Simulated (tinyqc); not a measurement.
# Single-band model of a thermoelectric material, step by step

A worked calculation. Computed by tinyqc, a small Python program that keeps every step. Command: `OMP_NUM_THREADS=1 python tinyqc.py 3016803 3016804 out.jsonl thermo walk`. One thread of a shared host (Intel(R) Xeon(R) Processor @ 2.30GHz), about 0.01 s of CPU time with the checks. Intermediate numbers are printed to about 6 digits and carried at full precision; extremes and crossings named in words are read from the listed rows.

One spherical band, one scattering law, no minority carriers and no phonon drag. In a real material minority carriers limit |S| to about E_g/(2 e T), so larger values are formal. eta = E_F/(k_B T) is counted from the band edge; f = 1/(1 + exp(x - eta)).

Inputs (values chosen for the exercise, modelled on p-type SnSe): density-of-states mass m = 0.94 m_0; mobility parameter mu_300 = 250 cm^2/(V s); temperature exponent p = 1.5; lattice thermal conductivity kappa_L = 0.64 W/(m K); carrier density n = 9.3e+18 1/cm^3; temperature T = 630 K.

Band: parabolic. Scattering: acoustic phonons, r = -0.5.

Constants: m_0 = 9.1093837015e-31 kg; k_B = 1.380649e-23 J/K; hbar = 1.054571817e-34 J s; k_B = 8.617333262e-05 eV/K; e = 1.602176634e-19 C.

## Fermi level

With x = E/(k_B T), a = alpha k_B T (0 for a parabolic band), G = x (1 + a x), D = 1 + 2 a x and <y> = int y f (1 - f) dx, f = 1/(1 + exp(x - eta)): tau = tau_0 G^r/D; transport function s = G^(3/2 + r)/D^2; n = N_0 <G^(3/2)> with N_0 = (2 m k_B T)^(3/2)/(3 pi^2 hbar^3). Integrals over x = E/(k_B T) use 160 Gauss-Legendre points in u = sqrt(x) from 0 to sqrt(max(eta, 0) + 32). Solve for eta.

N_0 = 5.23548e+19 1/cm^3

reduced Fermi level eta = -1.96556

## Transport integrals

The formulas are those given above.

<s> = 0.131097

<x s> = 0.270912

<x^2 s> = 0.826328

<G^(3/2)> = 0.177634

<G^(3/2 + 2r)/D^4> = 0.113099

## Coefficients

sigma = e mu_0 N_0 <s> with mu_0 = e tau_0/m = mu_300 (T/300 K)^(-p); |S| = (k_B/e)(<x s>/<s> - eta); Lorenz number L = (k_B/e)^2 (<x^2 s>/<s> - (<x s>/<s>)^2); kappa_e = L sigma T; zT = S^2 sigma T/(kappa_L + kappa_e). Hall factor r_H = <G^(3/2)> <G^(3/2 + 2r)/D^4>/<s>^2; drift mobility sigma/(n e) with n = N_0 <G^(3/2)>; power factor S^2 sigma.

conductivity sigma = 90.3378 S/cm

Seebeck coefficient |S| = 347.456 microvolt/K

Lorenz number L = 1.50950 1e-8 V^2/K^2

drift mobility = 60.6284 cm^2/(V s)

Hall factor r_H = 1.16897

power factor = 10.9061 microwatt/(cm K^2)

kappa_e = 0.0859099 W/(m K)

zT = 0.946514

L is 62 % of the degenerate value pi^2/3 (k_B/e)^2 = 2.443; the classical limit for this r is (r + 5/2)(k_B/e)^2 = 1.485. The charge carriers transport 12 % of the heat.

## Limiting formulas for the Seebeck coefficient

Classical: |S| = (k_B/e)[r + 5/2 - ln(n/N_c)], N_c = (3 sqrt(pi)/4) N_0. Degenerate (Mott): |S| = (pi^2/3)(k_B/e)(r + 3/2)/eta_F, eta_F = (n/N_0)^(2/3).

Seebeck coefficients:
```
formula        |S| (microvolt/K)  deviation (%)
full integral            347.456          0.000
classical                345.789         -0.480
degenerate               897.154        158.207
```

At eta = -1.97 the classical formula is the closer one, off by 0.48 %; the other is out of its range.

## Best doping

Quality factor B = (k_B/e)^2 e mu_0 N_0 T/kappa_L; zT and the power factor are maximised over eta between -8 and 30.

quality factor B = 0.503714

eta of the largest zT = -0.693150

density of the largest zT = 2.99189e+19 1/cm^3

largest zT = 1.20603

|S| at the largest zT = 250.334 microvolt/K

eta of the largest power factor = 0.668122

density of the largest power factor = 8.76379e+19 1/cm^3

largest power factor = 20.7772 microwatt/(cm K^2)

The sample is underdoped by a factor 3.22 and reaches 78 % of the best zT. zT peaks at a density 2.93 times lower than the power factor, because kappa_e grows with n.

## Against the Fermi level

The formulas are those given above.

The same material at other dopings:
```
eta   n (1/cm^3)  |S| (microvolt/K)  sigma (S/cm)  power factor (microwatt/(cm K^2))       zT
-4   1.26655e+18            517.824   1.25070e+01                             3.3536  0.32418
-3   3.40566e+18            432.971   3.34812e+01                             6.2765  0.58885
-2   8.99883e+18            350.239   8.74652e+01                            10.7292  0.93473
-1   2.28137e+19            272.487   2.15867e+02                            16.0279  1.18812
0    5.32522e+19            204.501   4.77643e+02                            19.9754  1.11825
1    1.09660e+20            150.876   9.04960e+02                            20.6000  0.79992
2    1.96524e+20            112.389   1.46565e+03                            18.5131  0.49549
4    4.53188e+20             68.216   2.76888e+03                            12.8846  0.18906
6    7.96653e+20             46.946   4.13627e+03                             9.1160  0.08860
10   1.67623e+21             28.345   6.89096e+03                             5.5365  0.03200
```

|S| falls and sigma rises with eta, so their product S^2 sigma peaks: among these rows at eta = 1, and zT at eta = -1, where |S| = 272 microvolt/K. zT stays above 90 % of its best row from n = 2.3e19 to 5.3e19 per cm^3.

Checks made by the program: |S| against (k_B/e)[(r + 5/2) F_(r+3/2)/((r + 3/2) F_(r+1/2)) - eta] by adaptive quadrature (relative difference below 1e-10).
